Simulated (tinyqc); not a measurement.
# MOSFET in the linear regime without short-channel effects, parameter extraction from computed curves, step by step

Numbers from tinyqc (`OMP_NUM_THREADS=1 python tinyqc.py 2210104 2210105 out.jsonl`; about 0.01 s on one thread of a shared Intel Xeon 2.30GHz). Printed values are rounded.

Inversion charge Q = Cox n Vt W0(exp((Vg - VT)/(n Vt))), W0 the Lambert function and n = nf; u = Q/Cox; mobility mu = mu0/(1 + th1 u + th2 u^2); channel resistance Rch = (L - dL)/(W mu Q); Id = Vd/(Rch + Rsd/W). Cox = eps0 eox/tox. Small Vd, no channel-length or drain effects.

Parameters, values chosen for the exercise; channel values of the order met in silicon transistors:
```
symbol,value,unit,meaning
T,200,K,temperature
eox,3.9,,relative permittivity of the gate insulator (close to silicon dioxide)
tox,5.3,nm,insulator thickness
mu0,230,cm^2/(V s),low-field mobility
th1,0.63,1/V,first mobility attenuation factor
th2,0,1/V^2,second mobility attenuation factor
VT,0.36,V,threshold voltage
nf,1.31,,body factor
W,10,um,gate width
L,0.048,um,drawn gate length
dL,0.007,um,drawn less effective length
Rsd,130,ohm um,source plus drain resistance
Vd,0.025,V,drain voltage
```

Constants: q = 1.602176634e-19 C, kB = 1.380649e-23 J/K, Vt = kB T/q, eps0 = 8.8541878128e-14 F/cm where lengths are in cm. Results are converted to the units shown.

## Transfer curve

Vg, point 0 to 8 (V): 0.12  0.24  0.36  0.48  0.6  0.72  0.84  0.96  1.08

u, mu, Rch and Id as defined.

```
point       u (V)  mu (cm^2/(V s))  Rch (ohm)     Id (uA)
0      5.45850e-7          230.000  5.01240e7  4.98763e-4
1      1.10472e-4          229.984  2.47682e5    0.100930
2       0.0128046          228.159    2153.98     11.5368
3       0.0890246          217.785    324.569     74.0589
4        0.191707          205.215    159.956     144.546
5        0.301485          193.288    107.988     206.632
6        0.414307          182.393    83.2752     259.672
7        0.528799          172.525    68.9771     304.963
8        0.644337          163.593    59.6994     343.882
```

## Threshold and mobility at the peak transconductance

gm_i = (Id_(i+1) - Id_(i-1))/(Vg_(i+1) - Vg_(i-1)); at the point j of largest gm the tangent meets the axis at V_ext = Vg_j - Id_j/gm_j; field-effect mobility gm_j L/(W Cox Vd) with the drawn L.

gm, point 1 to 7 (uS): 48.0680  308.158  554.203  552.386  479.695  409.715  350.873
j = 3
V_ext = 0.346369 V
field-effect mobility = 163.318 cm^2/(V s)

V_ext is 14 mV below the model VT, and the mobility so found is 39 % below mu0 L/(L - dL) = 269 cm^2/(V s), the value for the drawn L; attenuation, series resistance and the slow approach of Q to a straight line all lower the peak gm.

## The Y function

Y_i = Id_i/sqrt(gm_i). For Id = beta Vd x/(1 + th x), x = Vg - VT, Y = sqrt(beta Vd) x whatever th. Slope s from points 4 and 7; VT_Y = Vg - Y/s at point 7; beta = s^2/Vd; mobility beta L/(W Cox) with the drawn L; th* = (beta Vd x/Id - 1)/x at point 7.

Y, point 1 to 7 (uA^0.5 V^0.5): 0.0145578  0.657202  3.14588  6.15012  9.43440  12.8288  16.2807
s = 28.1404 uA^0.5 V^-0.5
VT_Y = 0.381449 V
beta = 31675.4 uA/V^2
mobility from Y = 233.359 cm^2/(V s)
th* = 0.868198 1/V

The mobility from Y is 13 % below mu0 L/(L - dL) = 269 cm^2/(V s), which it should reach in deep inversion when th2 = 0. th* compares with th1 + mu0 Cox Rsd/(L - dL) = 1.11 1/V, since series resistance enters like th1. The match is poor here: at these overdrives Q is not yet a straight line in Vg.
